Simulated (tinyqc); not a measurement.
Two-dimensional dopant profile at a mask edge: lateral junction, overlap and effective channel length: one step, computed by the program tinyqc. Command: `OMP_NUM_THREADS=1 python tinyqc.py 3006117 3006118 out.jsonl lateral walk`. One thread of a shared host (Intel(R) Xeon(R) Processor @ 2.30GHz), about 0.01 s of CPU time with the checks.

Ions enter for y < 0; the mask (spacer, then gate) covers y > 0. x is the depth. The surface reflects dopant during the anneal.

Problem. Junction contour. Widths s_x^2 = (vertical straggle)^2 + 2 D t, s_y^2 = (lateral straggle)^2 + 2 D t. C(x, y) = V(x) (1/2) erfc(y/(sqrt2 s_y)), V(x) = Q/(sqrt(2 pi) s_x) [exp(-(x - R_p)^2/(2 s_x^2)) + exp(-(x + R_p)^2/(2 s_x^2))]; 1 nm = 1e-7 cm. The lateral junction at depth x solves C = C_B: y_j(x) = sqrt2 s_y erfc^-1(2 C_B/V(x)). Depths are 0, 0.15, 0.3, 0.45, 0.6, 0.75, 0.9 and 0.97 of x_j.

Inputs (values chosen for the exercise, modelled on a source-drain extension in silicon): dose Q = 1.3e+14 1/cm^2; projected range R_p = 7 nm; channel doping C_B = 4.6e+17 1/cm^3.

vertical junction x_j = 26.37718 nm

s_x = 5.986652 nm

s_y = 5.528110 nm

Give: Contour.

Solution.

Contour:
```
x/x_j  x (nm)  V (1/cm^3)  y_j (nm)
0.00     0.00   8.746e+19     14.14
0.15     3.96   9.236e+19     14.25
0.30     7.91   8.952e+19     14.19
0.45    11.87   6.283e+19     13.49
0.60    15.83   2.928e+19     11.89
0.75    19.78   8.868e+18      8.99
0.90    23.74   1.738e+18      3.48
0.97    25.59   6.995e+17     -2.24
```

The contour reaches furthest, 14.25 nm, at x/x_j = 0.15 among these rows, below the surface, where punch-through would start. It crosses the mask edge where V = 2 C_B.
